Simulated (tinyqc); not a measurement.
# Changing the generation rate G

Model: carrier lifetime from Shockley-Read-Hall, radiative, Auger and surface recombination. Computed by tinyqc, a small Python program. Command: `OMP_NUM_THREADS=1 python tinyqc.py 3022792 3022793 out.jsonl lifetime sweep`. One thread of a shared host (Intel(R) Xeon(R) Processor @ 2.30GHz), about 0.03 s of CPU time with the checks.

Energies are counted from the top of the valence band. Boltzmann statistics, full ionisation, and equal excess densities of electrons and holes.

Inputs (values chosen for the exercise, with bands modelled on silicon):
```
quantity                          value    unit
gap E_g                             1.1      eV
electron mass m_e                 0.315     m_0
valleys M_c                           6       -
hole mass m_h                     0.783     m_0
temperature T                       300       K
doping N                          1e+16   cm^-3
trap level E_t                    0.636      eV
trap density N_t                6.2e+11   cm^-3
electron cross-section sigma_n    5e-16    cm^2
hole cross-section sigma_p      3.4e-15    cm^2
radiative coefficient B         1.6e-14  cm^3/s
Auger coefficient C_n           1.7e-30  cm^6/s
Auger coefficient C_p           1.1e-30  cm^6/s
```

Doping: p-type. Surface term: none.

Constants: m_0 = 9.1093837015e-31 kg; k_B = 1.380649e-23 J/K; h = 6.62607015e-34 J s; k_B = 8.617333262e-05 eV/K.

Method:
- N_c = 2 M_c (2 pi m_e k_B T/h^2)^(3/2) and N_v = 2 (2 pi m_h k_B T/h^2)^(3/2), masses in units of m_0.
- n_i = sqrt(N_c N_v) exp(-E_g/2 k_B T); majority density N/2 + sqrt(N^2/4 + n_i^2), minority density n_i^2 over it.
- v = sqrt(3 k_B T/m) with m_e or m_h; tau_n0 = 1/(sigma_n v_n N_t), tau_p0 = 1/(sigma_p v_p N_t); n1 = N_c exp(-(E_g - E_t)/k_B T), p1 = N_v exp(-E_t/k_B T).
- With n = n_0 + dn, p = p_0 + dn and U/dn = 1/tau: (n p - n_i^2)/dn = n_0 + p_0 + dn = s; 1/tau_SRH = s/[tau_p0 (n + n1) + tau_n0 (p + p1)]; 1/tau_rad = B s; 1/tau_Aug = (C_n n + C_p p) s; the rates add.
- dn solves dn/tau_eff(dn) = G (60 bisections in ln dn between 1e-2 and 1e22 cm^-3); the splitting of the quasi-Fermi levels is k_B T ln(n p/n_i^2).

One run for each value; columns: (1) generation rate G (cm^-3 s^-1); (2) steady excess density (cm^-3); (3) lifetime in the steady state (s); (4) quasi-Fermi splitting under G (eV):
```
(1)              (2)         (3)     (4)
1.00e+16  1.4879e+12  1.4879e-04  0.4754
1.00e+17  1.4882e+13  1.4882e-04  0.5350
2.00e+18  2.9875e+14  1.4938e-04  0.6132
2.00e+19  3.0380e+15  1.5190e-04  0.6793
3.00e+20  3.0118e+16  1.0039e-04  0.7676
4.00e+21  1.0089e+17  2.5223e-05  0.8252
5.00e+22  2.5253e+17  5.0506e-06  0.8712
6.00e+23  5.9085e+17  9.8474e-07  0.9146
8.00e+24  1.4120e+18  1.7650e-07  0.9594
1.00e+26  3.2864e+18  3.2864e-08  1.0029
```

What does the table show, and why?

Over the rows, steady excess density (cm^-3) rises from 1.49e12 to 3.29e18 (exponent d ln y / d ln x 1.0 between the first rows and 0.33 between the last); lifetime in the steady state (s) goes from 1.49e-4 through a maximum among these rows, 1.52e-4 at 2.00e19, to 3.29e-8; quasi-Fermi splitting under G (eV) rises from 0.475 to 1.00 (exponent d ln y / d ln x 0.051 between the first rows and 0.018 between the last). At the low end the exponent of steady excess density is 1.00, close to 1: the lifetime is constant. At the high end the exponent of steady excess density is 0.33, close to 0.33: Auger recombination at high injection, G = C dn^3. The local ideality factor, d(splitting)/d(k_B T ln G), goes from 1.00 to 0.67; once dn is well above the equilibrium minority density it is 1 at low injection with a constant lifetime or for radiative recombination, 2 for first-order recombination at high injection and 2/3 for Auger recombination at high injection.

Extremes, crossings and ranges named in words are read from the listed rows.
